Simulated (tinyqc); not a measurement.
Lowest level against width: zigzag graphene nanoribbon in tight binding.

A zigzag ribbon of N chains, sites A1, B1, A2, ..., BN across it. For each k it is a chain with bonds -2t cos(k/2) (A_n to B_n) and -t (B_n to A_(n+1)), and +D, -D on A and B. A1 and BN are the edge sites; the Dirac points project to k = 2 pi/3.

Parameters, chosen for this exercise (out of a larger set: near those used for graphene; not measured data): t = 2.84 eV (hopping); k = 2.54 (k times the period sqrt3 acc).

D = 0; lowest positive level at the given k, and the estimate t x^N (1 - x^2), x = 2 cos(k/2) (a dash if x >= 1).

Level (eV):
```
N,matrix,estimate
2,0.7819,0.6471
3,0.4171,0.3834
4,0.2358,0.2272
5,0.1368,0.1346
6,0.08032,0.07978
8,0.02804,0.02801
10,0.009838,0.009836
14,0.001213,0.001213
```

With x = 0.5926 < 1 the level falls exponentially: from N = 10 to 14 by a factor 0.123, against x^4 = 0.123.

(tinyqc, `OMP_NUM_THREADS=1 python tinyqc.py 1451445 1451446 out.jsonl`, Intel(R) Xeon(R) Processor @ 2.30GHz, 1 thread, shared host, about 0.01 s.)
